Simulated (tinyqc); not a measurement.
Worked calculation: plane-wave Kohn-Sham cycle with exchange-only LDA in a layered model solid. Computed by tinyqc, a small Python program that keeps every step. Settings: points = 16, plane-wave index or count = 3, electrons = 2, k points = 1, area = 14.0, mixing = 0.1, iteration cap = 69. Command: `OMP_NUM_THREADS=1 python tinyqc.py 30889 30890 out.jsonl` (the two numbers bound the seeds that draw the settings). One thread of a shared host (Intel(R) Xeon(R) Processor @ 2.60GHz), about 0.02 s of CPU time with the checks.

A solid whose potential varies along x alone (atomic units):
```
parameter                      value
period a                   15.100000
cross-section of the cell  14.000000
electrons per cell                 2
grid points                       16
plane waves -n..n, n               3
k points                           1
V1 in V1 cos(2 pi x/a)     -0.190000
```

Stop when sqrt(dV sum R^2) is below 1e-8, dV = a A/N.

Course of the cycle:
```
iteration  E (hartree)  norm of the residual
1           -0.5230017              1.63e-01
2           -0.3947342              1.10e-01
3           -0.3426690              3.07e-02
4           -0.3403983              1.53e-02
5           -0.3401188              1.08e-02
6           -0.3399928              9.13e-03
7           -0.3399127              7.56e-03
8           -0.3398570              6.41e-03
9           -0.3398175              5.39e-03
10          -0.3397895              4.55e-03
11          -0.3397697              3.83e-03
...                ...                   ...
59          -0.3397210              2.44e-06
60          -0.3397210              2.17e-06
61          -0.3397210              1.93e-06
62          -0.3397210              1.71e-06
63          -0.3397210              1.53e-06
64          -0.3397210              1.36e-06
65          -0.3397210              1.21e-06
66          -0.3397210              1.08e-06
67          -0.3397210              9.66e-07
68          -0.3397210              8.63e-07
69          -0.3397210              7.72e-07
```

Can the last value be used, and what does the course show?

Not by the stop rule, although the second column moves by less than 1e-07 over the last three steps. Not converged within 69 iterations: the residual falls steadily but slowly, by a factor of about 0.89 a step. Reruns (cap 100 unless said): mixing 0.5, Kerker q0 1.0: converged in 45 (E = -0.33972); mixing 0.3, Pulay depth 5: converged in 22 (E = -0.33972); the original settings with a cap of 400: converged in 110 (E = -0.33972).
